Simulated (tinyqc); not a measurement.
Choosing the offset: vacuum evaporation: vapour pressure, source flux, thickness distribution, purity and step coverage. Computed by tinyqc, a small Python program. Command: `OMP_NUM_THREADS=1 python tinyqc.py 3111130 3111131 out.jsonl evap walk`. One thread of a shared host (Intel(R) Xeon(R) Processor @ 2.30GHz), about 0.01 s of CPU time with the checks.

Molecular flow, unit sticking of the metal, no re-evaporation. The background gas is taken as water vapour (18.015 g/mol, collision diameter 0.37 nm) at 300 K.

Inputs (values chosen for the exercise, modelled on indium, with constants for the liquid): directionality n = 2; source-to-wafer distance h = 64 cm; wafer radius R = 15 cm.

Method. Rotating wafer, source offset by s and facing upwards: thickness at radius r is the mean over the angle a of (1 + (r^2 + s^2 - 2 r s cos a)/h^2)^(-(n + 3)/2), by 360 equal steps; non-uniformity (max - min)/(max + min) over 21 radii from 0 to R. The curvature at the centre vanishes at s/h = sqrt(2/(n + 3)).

Against the offset:

| s/h | centre thickness | edge over centre | non-uniformity (%) |
|---|---|---|---|
| 0.0 | 1.0000 | 0.8749 | 6.6746 |
| 0.2 | 0.9066 | 0.8935 | 5.6234 |
| 0.4 | 0.6900 | 0.9389 | 3.1488 |
| 0.5 | 0.5724 | 0.9647 | 1.7947 |
| 0.6 | 0.4636 | 0.9891 | 0.5486 |
| 0.7 | 0.3690 | 1.0103 | 0.5123 |
| 0.8 | 0.2903 | 1.0275 | 1.3584 |
| 0.9 | 0.2269 | 1.0407 | 1.9940 |
| 1.1 | 0.1377 | 1.0563 | 2.7369 |

What follows from these numbers?

The best row, s/h = 0.7, has 0.51 % against 6.7 % on the axis, at the price of a rate lower by a factor 2.71; the small-wafer optimum is sqrt(2/(n + 3)) = 0.63.

Extremes, crossings and ranges named in words are read from the listed rows.
